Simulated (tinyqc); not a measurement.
Inside a calculation (part 2 of 2). Method: ROHF in the sto-3g basis, for BeH, spin multiplicity 2. Computed by tinyqc, a small Python program that keeps every step (integrals from PySCF). Command: `OMP_NUM_THREADS=1 python tinyqc.py 21476 21477 out.jsonl` (the two numbers bound the seeds that draw the settings). One thread of a shared host (Intel(R) Xeon(R) Processor @ 2.60GHz), about 0.1 s of CPU time with the checks.

Geometry (angstrom):
```
atom       x       y       z
Be    0.0000  0.0000  0.0000
H     0.0000  0.0000  1.7580
```

## Iteration 3: diagonalisation and new density

extrapolated F (hartree), order 1Be 1s, 1Be 2s, 1Be 2px, 1Be 2py, 1Be 2pz, 2H 1s:
```
[[-4.5118, -1.2810, 0.0000, 0.0000, 0.0011, -0.1416],
 [-1.2810, -0.5571, 0.0000, 0.0000, -0.0475, -0.2865],
 [0.0000, 0.0000, 0.2177, -0.0012, 0.0000, 0.0000],
 [0.0000, 0.0000, -0.0012, 0.2311, 0.0000, 0.0000],
 [0.0011, -0.0475, 0.0000, 0.0000, 0.0216, -0.2647],
 [-0.1416, -0.2865, 0.0000, 0.0000, -0.2647, -0.1783]]
```

X, order 1Be 1s, 1Be 2s, 1Be 2px, 1Be 2py, 1Be 2pz, 2H 1s:
```
[[1.0275, -0.1416, 0.0000, 0.0000, -0.0075, 0.0211],
 [-0.1416, 1.0723, 0.0000, 0.0000, 0.0566, -0.1870],
 [0.0000, 0.0000, 1.0000, 0.0000, 0.0000, 0.0000],
 [0.0000, 0.0000, 0.0000, 1.0000, 0.0000, 0.0000],
 [-0.0075, 0.0566, 0.0000, 0.0000, 1.0702, -0.2330],
 [0.0211, -0.1870, 0.0000, 0.0000, -0.2330, 1.1139]]
```

Diagonalise F' = X^T F X, C = X C', fill 3 alpha and 2 beta electrons from the bottom; D(s) = C_occ C_occ^T. Each column has its largest component positive (the first on a tie).

F' = X^T F X (hartree):
```
[[-4.4061, -0.6816, 0.0000, 0.0000, -0.0099, 0.0190],
 [-0.6816, -0.2410, 0.0000, 0.0000, 0.0469, -0.2459],
 [0.0000, 0.0000, 0.2177, -0.0012, 0.0000, 0.0000],
 [0.0000, 0.0000, -0.0012, 0.2311, 0.0000, 0.0000],
 [-0.0099, 0.0469, 0.0000, 0.0000, 0.1474, -0.3043],
 [0.0190, -0.2459, 0.0000, 0.0000, -0.3043, 0.0144]]
```

orbital energies (hartree): [-4.5149, -0.3689, -0.0601, 0.2176, 0.2312, 0.4587]

coefficients C, order 1Be 1s, 1Be 2s, 1Be 2px, 1Be 2py, 1Be 2pz, 2H 1s:
```
[[0.9924, -0.1853, -0.2096, 0.0000, 0.0000, 0.1150],
 [0.0285, 0.5856, 0.7751, 0.0000, 0.0000, -0.5132],
 [0.0000, 0.0000, 0.0000, 0.9963, -0.0855, 0.0000],
 [0.0000, 0.0000, 0.0000, 0.0855, 0.9963, 0.0000],
 [0.0013, 0.2454, -0.5700, 0.0000, 0.0000, -0.9043],
 [-0.0039, 0.5621, -0.3468, 0.0000, 0.0000, 0.9457]]
```

D(alpha) after iteration 3, order 1Be 1s, 1Be 2s, 1Be 2px, 1Be 2py, 1Be 2pz, 2H 1s:
```
[[1.0630, -0.2427, 0.0000, 0.0000, 0.0753, -0.0353],
 [-0.2427, 0.9446, 0.0000, 0.0000, -0.2981, 0.0603],
 [0.0000, 0.0000, 0.0000, 0.0000, 0.0000, 0.0000],
 [0.0000, 0.0000, 0.0000, 0.0000, 0.0000, 0.0000],
 [0.0753, -0.2981, 0.0000, 0.0000, 0.3852, 0.3356],
 [-0.0353, 0.0603, 0.0000, 0.0000, 0.3356, 0.4362]]
```

D(beta) after iteration 3, order 1Be 1s, 1Be 2s, 1Be 2px, 1Be 2py, 1Be 2pz, 2H 1s:
```
[[1.0191, -0.0802, 0.0000, 0.0000, -0.0441, -0.1080],
 [-0.0802, 0.3438, 0.0000, 0.0000, 0.1438, 0.3291],
 [0.0000, 0.0000, 0.0000, 0.0000, 0.0000, 0.0000],
 [0.0000, 0.0000, 0.0000, 0.0000, 0.0000, 0.0000],
 [-0.0441, 0.1438, 0.0000, 0.0000, 0.0602, 0.1379],
 [-0.1080, 0.3291, 0.0000, 0.0000, 0.1379, 0.3160]]
```

## Iteration 9 (converged): orbitals

converged F (hartree), order 1Be 1s, 1Be 2s, 1Be 2px, 1Be 2py, 1Be 2pz, 2H 1s:
```
[[-4.5151, -1.2845, 0.0000, 0.0000, -0.0009, -0.1427],
 [-1.2845, -0.5127, 0.0000, 0.0000, -0.0467, -0.2826],
 [0.0000, 0.0000, 0.2206, 0.0000, 0.0000, 0.0000],
 [0.0000, 0.0000, 0.0000, 0.2206, 0.0000, 0.0000],
 [-0.0009, -0.0467, 0.0000, 0.0000, -0.0088, -0.2697],
 [-0.1427, -0.2826, 0.0000, 0.0000, -0.2697, -0.1740]]
```

As before.

F' = X^T F X (hartree):
```
[[-4.4077, -0.6915, 0.0000, 0.0000, -0.0122, 0.0196],
 [-0.6915, -0.1902, 0.0000, 0.0000, 0.0492, -0.2515],
 [0.0000, 0.0000, 0.2206, 0.0000, 0.0000, 0.0000],
 [0.0000, 0.0000, 0.0000, 0.2206, 0.0000, 0.0000],
 [-0.0122, 0.0492, 0.0000, 0.0000, 0.1155, -0.3044],
 [0.0196, -0.2515, 0.0000, 0.0000, -0.3044, 0.0208]]
```

orbital energies (hartree): [-4.5183, -0.3541, -0.0467, 0.2206, 0.2206, 0.4575]

coefficients C, order 1Be 1s, 1Be 2s, 1Be 2px, 1Be 2py, 1Be 2pz, 2H 1s:
```
[[0.9923, -0.1665, -0.2174, 0.0000, 0.0000, 0.1291],
 [0.0288, 0.5148, 0.7902, 0.0000, 0.0000, -0.5636],
 [0.0000, 0.0000, 0.0000, 0.9954, -0.0959, 0.0000],
 [0.0000, 0.0000, 0.0000, 0.0959, 0.9954, 0.0000],
 [0.0018, 0.2941, -0.6013, 0.0000, 0.0000, -0.8688],
 [-0.0039, 0.5910, -0.2367, 0.0000, 0.0000, 0.9619]]
```

D(alpha) after iteration 9, order 1Be 1s, 1Be 2s, 1Be 2px, 1Be 2py, 1Be 2pz, 2H 1s:
```
[[1.0596, -0.2289, 0.0000, 0.0000, 0.0835, -0.0508],
 [-0.2289, 0.8904, 0.0000, 0.0000, -0.3237, 0.1171],
 [0.0000, 0.0000, 0.0000, 0.0000, 0.0000, 0.0000],
 [0.0000, 0.0000, 0.0000, 0.0000, 0.0000, 0.0000],
 [0.0835, -0.3237, 0.0000, 0.0000, 0.4480, 0.3161],
 [-0.0508, 0.1171, 0.0000, 0.0000, 0.3161, 0.4053]]
```

D(beta) after iteration 9, order 1Be 1s, 1Be 2s, 1Be 2px, 1Be 2py, 1Be 2pz, 2H 1s:
```
[[1.0123, -0.0571, 0.0000, 0.0000, -0.0472, -0.1023],
 [-0.0571, 0.2659, 0.0000, 0.0000, 0.1515, 0.3041],
 [0.0000, 0.0000, 0.0000, 0.0000, 0.0000, 0.0000],
 [0.0000, 0.0000, 0.0000, 0.0000, 0.0000, 0.0000],
 [-0.0472, 0.1515, 0.0000, 0.0000, 0.0865, 0.1738],
 [-0.1023, 0.3041, 0.0000, 0.0000, 0.1738, 0.3493]]
```

Within a degenerate level the vectors are fixed only up to a rotation; this is one choice.

## Convergence

Stop when the energy changes by less than 1e-10 hartree and every element of the error matrix X^T (F D S - S D F) X is below 3e-06.

Course of the cycle:
```
iteration  E (hartree)     change  largest element of the error matrix
1           -14.415889          -                             3.53e-01
2           -14.812834  -3.97e-01                             1.35e-01
3           -14.870799  -5.80e-02                             6.74e-02
4           -14.880367  -9.57e-03                             2.07e-02
5           -14.882967  -2.60e-03                             7.22e-03
6           -14.883106  -1.39e-04                             2.42e-04
7           -14.883107  -3.18e-07                             7.98e-05
8           -14.883107  -1.87e-08                             1.38e-06
9           -14.883107  -9.14e-12                             1.53e-07
```

PySCF ROHF in the same basis = -14.883107 hartree

Converged in 9 iterations.

## Populations, bond orders and dipole

overlap S, order 1Be 1s, 1Be 2s, 1Be 2px, 1Be 2py, 1Be 2pz, 2H 1s:
```
[[1.0000, 0.2595, 0.0000, 0.0000, 0.0000, 0.0277],
 [0.2595, 1.0000, 0.0000, 0.0000, 0.0000, 0.3051],
 [0.0000, 0.0000, 1.0000, 0.0000, 0.0000, 0.0000],
 [0.0000, 0.0000, 0.0000, 1.0000, 0.0000, 0.0000],
 [0.0000, 0.0000, 0.0000, 0.0000, 1.0000, 0.3905],
 [0.0277, 0.3051, 0.0000, 0.0000, 0.3905, 1.0000]]
```

Mulliken: Z minus the diagonal of D S on the atom; Loewdin: the same with S^(1/2) D S^(1/2); Mayer order: 2 sum_s sum (D(s) S)_ij (D(s) S)_ji over the two atoms.

Charges (e):
```
atom  Mulliken  Loewdin  Mulliken spin
1Be     0.0702   0.0636         0.9440
2H     -0.0702  -0.0636         0.0560
```

Mayer bond orders:
```
pair   order
2-1   0.9919
```

dipole moment about the origin, x y z (debye): [0.0000, 0.0000, -0.8733]
